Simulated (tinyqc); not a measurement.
Deal-Grove kinetics of thermal oxidation of silicon: one step, computed by the program tinyqc. Command: `OMP_NUM_THREADS=1 python tinyqc.py 3005676 3005677 out.jsonl oxide walk`. One thread of a shared host (Intel(R) Xeon(R) Processor @ 2.30GHz), about 0.07 s of CPU time with the checks.

Oxidant diffuses through the oxide and reacts at the interface, so that dx/dt = B/(A + 2x) for the oxide thickness x.

Task: Rate constants. B = B0 p exp(-E_B/(k_B T)), B/A = (B/A)0 p^m exp(-E_A/(k_B T)), p in atm; A = B/(B/A). Temperatures in kelvin are T(C) + 273.15.

Inputs (values chosen for the exercise, close to those used for silicon):
```
quantity                       value    unit
prefactor B0                     721  um^2/h
activation energy E_B           1.25      eV
prefactor (B/A)0            6.16e+06    um/h
activation energy E_A           1.99      eV
temperature T                    900       C
oxidant pressure p               0.1     atm
pressure exponent m of B/A      0.78       -
```

Ambient: dry oxygen. Surface: (111).

Constants: k_B = 8.617333262e-05 eV/K.

Give: parabolic constant B; linear constant B/A; length A.

Result:

parabolic constant B = 3.076e-04 um^2/h

linear constant B/A = 0.002888 um/h

length A = 0.1065 um

Reaction at the interface limits growth while x is well below A/2 = 0.0532 um, diffusion once x is well above it.
